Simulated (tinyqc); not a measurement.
Holstein polaron on two sites: one step, computed by the program tinyqc. Command: `OMP_NUM_THREADS=1 python tinyqc.py 3011806 3011807 out.jsonl holstein walk`. One thread of a shared host (Intel(R) Xeon(R) Processor @ 2.30GHz), about 0.01 s of CPU time with the checks.

One electron on sites 1 and 2: H = -t (c1+ c2 + c2+ c1) + hbar omega sum_i b_i+ b_i - g hbar omega sum_i n_i (b_i + b_i+). The symmetric phonon shifts the energy by -g^2 hbar omega/2 and drops out; with b = (b_1 - b_2)/sqrt(2) there remains H = -t sigma_x + hbar omega b+ b - (g hbar omega/sqrt(2)) sigma_z (b + b+). Parity splits it into blocks p = +1 and -1 over phonon numbers n. Zero-point energies are left out. Weights Z refer to mode b alone; the displaced symmetric mode multiplies the full zero-phonon weight by exp(-g^2/2).

Problem. The even block in a small basis. Block p: H_nn = n hbar omega - p t (-1)^n - g^2 hbar omega/2, H_(n,n+1) = -(g hbar omega/sqrt(2)) sqrt(n + 1). Take p = +1 and n = 0..N-1.

Inputs (values chosen for the exercise, for a model dimer): hopping t = 180 meV; phonon energy hbar omega = 98.5 meV; coupling g = 1.33; phonon levels kept N = 6.

Give: H, even block.

Solution.

H, even block (meV):
$$\begin{pmatrix}
-267.1 & -92.6 & 0.0 & 0.0 & 0.0 & 0.0 \\
-92.6 & 191.4 & -131.0 & 0.0 & 0.0 & 0.0 \\
0.0 & -131.0 & -70.1 & -160.4 & 0.0 & 0.0 \\
0.0 & 0.0 & -160.4 & 388.4 & -185.3 & 0.0 \\
0.0 & 0.0 & 0.0 & -185.3 & 126.9 & -207.1 \\
0.0 & 0.0 & 0.0 & 0.0 & -207.1 & 585.4
\end{pmatrix}$$
